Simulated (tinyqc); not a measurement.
Inside a calculation. Model: chemical vapour deposition: Grove model, boundary layer, depletion and step coverage. Computed by tinyqc, a small Python program that keeps every step. Command: `OMP_NUM_THREADS=1 python tinyqc.py 3024870 3024871 out.jsonl cvd walk`. One thread of a shared host (Intel(R) Xeon(R) Processor @ 2.30GHz), about 0.03 s of CPU time with the checks. Intermediate numbers are printed to about 7 digits and carried at full precision; extremes and crossings named in words are read from the listed rows.

A precursor diffuses to the surface and reacts there at first order; each molecule that reacts adds one formula unit of film.

Inputs (values chosen for the exercise, close to those used for silicon nitride (counted as SiN4/3)):
```
quantity,value,unit
prefactor k0 of k_s,4.5e+07,cm/s
activation energy E,1.82,eV
temperature T,740,C
total pressure p,760,torr
mole fraction of the precursor Y,0.015,-
gas diffusivity D0 at 273.15 K and 760 torr,0.34,cm^2/s
film density N,4e+22,formula units/cm^3
precursor mass M,101,u
trench width w,0.12,um
aspect ratio of the trench,120,-
gas velocity U,22,cm/s
kinematic viscosity nu0 at 273.15 K and 760 torr,0.87,cm^2/s
susceptor length L,16,cm
channel height b,5.4,cm
```

Reactor: horizontal, atmospheric.

Constants: k_B = 1.380649e-23 J/K; u = 1.6605390666e-27 kg; k_B = 8.617333262e-05 eV/K.

## Gas-phase and surface constants

k_s = k0 exp(-E/(k_B T)); C_g = Y p/(k_B T), 1 torr = 133.322 Pa; D = D0 (T/273.15)^1.75 (760/p). Temperatures in kelvin are T(C) + 273.15. Mean speed c = sqrt(8 k_B T/(pi M)); reactive sticking probability beta = 4 k_s/c.

surface rate constant k_s = 0.03979859 cm/s

precursor density C_g = 1.086550e+17 1/cm^3

gas diffusivity D = 3.370590 cm^2/s

mean speed c = 46085.40 cm/s

sticking probability beta = 3.454334e-06

## Boundary layer

nu = nu0 (T/273.15)^1.75 (760/p); Re = U L/nu; mean boundary layer delta = (2/3) L/sqrt(Re), at most b/2; h_g = D/delta.

Reynolds number Re = 40.81281

boundary layer delta = 1.669669 cm

mass-transfer coefficient h_g = 2.018717 cm/s

## Growth rate at the inlet

Fluxes in series: C_s = C_g/(1 + k_s/h_g); growth rate G = k_s h_g/(k_s + h_g) C_g/N; 1 cm/s = 6e8 nm/min.

ratio k_s/h_g = 0.01971480

C_s/C_g = 0.9806664

growth rate G at the inlet = 63.61066 nm/min

The surface reaction limits the rate, so temperature must be uniform.

## Depletion along the susceptor

Plug flow: U b dC/dx = -k_eff C with k_eff = k_s h_g/(k_s + h_g), so C falls as exp(-k_eff x/(U b)); the used share of the precursor is 1 - C(L)/C(0).

k_eff = 0.03902914 cm/s

depletion length = 3043.880 cm

rate at the outlet over rate at the inlet = 0.9947573

rate at the outlet = 63.27717 nm/min

0.5 % of the precursor is used.

## Reaction control against transport control

The formulas are those given above.

Rates:
```
T (C),k_s (cm/s),h_g (cm/s),G (nm/min),reaction limit (nm/min),transport limit (nm/min)
540,2.361204e-04,1.665368,4.794197e-01,4.794876e-01,3381.849
590,1.063062e-03,1.754633,2.032469e+00,2.033701e+00,3356.717
640,4.059070e-03,1.843254,7.323923e+00,7.340051e+00,3333.172
690,1.348595e-02,1.931270,2.296043e+01,2.312076e+01,3311.035
740,3.979859e-02,2.018717,6.361066e+01,6.486473e+01,3290.154
790,1.060833e-01,2.105625,1.568629e+02,1.647658e+02,3270.402
840,2.589264e-01,2.192024,3.435169e+02,3.840938e+02,3251.669
890,5.853133e-01,2.277939,6.610736e+02,8.309356e+02,3233.859
940,1.237094e+00,2.363393,1.105294e+03,1.683848e+03,3216.890
```

The apparent activation energy of G is 1.75 eV between the first rows and 1.25 eV between the last, against E = 1.82 eV. k_s stays below h_g, but mixed control begins at the hot end, which lowers the slope there. In the reaction limit the slope is E - k_B T, because C_g falls as 1/T; any further lowering comes from transport.

## Step coverage in a trench

In a long trench of width w and depth l = aspect ratio x w: Knudsen diffusivity D_K = (2w) c/3 (hydraulic diameter 2w), combined as 1/D_e = 1/D_K + 1/D; D_e d2C/dz2 = 2 k_s C/w with D_e dC/dz = -k_s C at the floor. With m = sqrt(2 k_s/(w D_e)): C(floor)/C(top) = 1/[cosh(m l) + (k_s/(D_e m)) sinh(m l)].

Knudsen diffusivity D_K = 0.3686832 cm^2/s

effective diffusivity D_e = 0.3323319 cm^2/s

modulus m l = 0.2034392

step coverage = 0.9794906

Gas collisions matter in the trench as well as wall collisions. Coverage is nearly conformal. Caution: the hydraulic-diameter form of D_K is rough for a slit.

Checks made by the program: step coverage against a numerical boundary-value solution (relative difference below 1e-10).
